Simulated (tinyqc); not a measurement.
Ways to converge the cycle: SCF convergence aids in the sto-3g basis, for BeH2, spin multiplicity 1. Computed by the program tinyqc with PySCF. Command: `OMP_NUM_THREADS=1 python tinyqc.py 111359 111360 out.jsonl`; one thread of a shared host (Intel(R) Xeon(R) Processor @ 2.60GHz), about 0.4 s.

Geometry (angstrom):

| atom | x | y | z |
|---|---|---|---|
| Be | 0.0000 | 0.0000 | 0.0000 |
| H | 0.0000 | 1.8050 | 0.0000 |
| H | 0.0000 | -1.8050 | 0.0000 |

lowest restricted solution found by these runs and by PySCF = -15.431712 hartree

RHF with one setting changed at a time; a run stops when the energy changes by less than 1e-09 hartree and the error matrix is below 1e-5. The start is the core Hamiltonian. Damping d keeps d of the old density; a shift (hartree) raises the virtual levels; DIIS n extrapolates F over n matrices.

Largest element of the error matrix X^T (FDS - SDF) X:

| iteration | plain | damping 0.3 | damping 0.6 | shift 0.4 | DIIS 3 | DIIS 8 |
|---|---|---|---|---|---|---|
| 1 | 4.7e-01 | 4.7e-01 | 4.7e-01 | 4.7e-01 | 4.7e-01 | 4.7e-01 |
| 2 | 4.9e-02 | 1.4e-01 | 3.0e-01 | 2.5e-01 | 4.9e-02 | 4.9e-02 |
| 3 | 6.1e-03 | 4.2e-02 | 1.9e-01 | 7.7e-02 | 4.2e-03 | 4.2e-03 |
| 4 | 9.8e-04 | 1.2e-02 | 1.1e-01 | 2.5e-02 | 1.0e-03 | 1.0e-03 |
| 5 | 3.3e-04 | 4.1e-03 | 6.7e-02 | 9.2e-03 | 1.1e-04 | 1.5e-04 |
| 6 | 1.0e-04 | 1.6e-03 | 4.0e-02 | 3.7e-03 | 3.4e-06 | 1.4e-06 |
| 8 | 1.1e-05 | 3.1e-04 | 1.4e-02 | 7.6e-04 | - | - |
| 10 | - | 7.9e-05 | 5.2e-03 | 2.0e-04 | - | - |
| 14 | - | 5.8e-06 | 7.9e-04 | 1.8e-05 | - | - |
| 20 | - | - | 7.1e-05 | - | - | - |
| 30 | - | - | 2.4e-06 | - | - | - |

How each run ends:

| run | iterations | E (hartree) | state |
|---|---|---|---|
| plain | 9 | -15.431712 | lowest found |
| damping 0.3 | 19 | -15.431711 | lowest found |
| damping 0.6 | 41 | -15.431711 | lowest found |
| shift 0.4 | 16 | -15.431711 | lowest found |
| DIIS 3 | 7 | -15.431712 | lowest found |
| DIIS 8 | 7 | -15.431712 | lowest found |

6 of 6 runs reach the lowest restricted solution found, in 7 to 41 iterations (fastest: DIIS 3, DIIS 8). Plain steps already contract here, so damping only slows them. DIIS 3 and DIIS 8 gain by cancelling the error over several earlier matrices, much as a quasi-Newton step does.
